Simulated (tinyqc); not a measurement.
On-chip interconnect, size-dependent resistivity and RC delay: two steps of the calculation.

A rectangular line between two neighbours and two ground planes. Surface and grain-boundary scattering are added to the bulk resistivity as corrections; capacitances are parallel-plate values without fringing; inductance is ignored.

Parameters, values chosen for the exercise; metal values close to those of copper:
- Lw = 75 um (line length)
- Rd = 390 ohm (driver resistance)
- Cl = 0.22 fF (load capacitance)
- dt = 63 ps (time step)

Problem 1. Ladder and Elmore delays. 4 equal pi sections: series Rs = r Lw/4; node capacitances c Lw/4, halved at nodes 0 and 4, with Cl added to node 4; Rd feeds node 0. Elmore delay of node k: the sum, over the resistors on the path to k, of resistance times all capacitance downstream of it.

r = 1645.9285 ohm/um
c = 0.079714934 fF/um

Give: Rs; C; Elmore delay.

Solution 1.

Rs = 3.086e4 ohm
C, node 0 to 4 (fF): [0.7473, 1.495, 1.495, 1.495, 0.9673]
Elmore delay, node 0 to 4 (ps): [2.417, 170.7, 292.8, 368.7, 398.6]

The far-end value equals Rd (c Lw + Cl) + r Lw (c Lw/2 + Cl) for any number of pi sections; the line resistance contributes 99.4 % of it.

Problem 2. Node voltages after a time step. A 1 V step is applied behind Rd at t = 0. C dv/dt = -G v + b, with G the conductance matrix of the ladder (1/Rs between neighbours, 1/Rd added at node 0) and b = (1 V/Rd, 0, ...). Trapezoidal step: (C/dt + G/2) v(new) = (C/dt - G/2) v + b.

Rs = 30861.160 ohm
C, node 0 to 4 (fF): [0.74732751, 1.4946550, 1.4946550, 1.4946550, 0.96732751]
v at t = 1 dt, node 0 to 4 (V): [1.9648857, 0.6248861, 0.1999338, 0.0677531, 0.0347860]

Give: v at t = 2 dt.

Solution 2.

v at t = 2 dt, node 0 to 4 (V): [0.0438, 0.6635, 0.4248, 0.2227, 0.1482]

Range of the model: The metal width is under the mean free path, where the thick-limit surface term and the simple sum of corrections lose accuracy.

Numbers from tinyqc (`OMP_NUM_THREADS=1 python tinyqc.py 2100054 2100055 out.jsonl`; about 0.01 s on one thread of a shared Intel Xeon 2.30GHz).
